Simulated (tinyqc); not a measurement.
From results to parameters: two-site tight-binding chain. Computed by the program tinyqc.

Problem. A two-site chain has site energies +delta (A) and -delta (B) and hoppings t1 > t2 > 0, so E = +/- sqrt(delta^2 + |t1 + t2 exp(-ika)|^2). Find delta, t1 and t2.

upper band at k = 0 = 2.223083 eV
upper band at the zone edge = 1.212477 eV
weight of the upper band on site A at the zone edge = 0.788665

Solution. The weight on A is (1 + delta/E)/2, which gives delta; then t1 + t2 = sqrt(E(0)^2 - delta^2) and t1 - t2 = sqrt(E(edge)^2 - delta^2).

delta, t1, t2 (eV): 0.7000  1.5500  0.5600
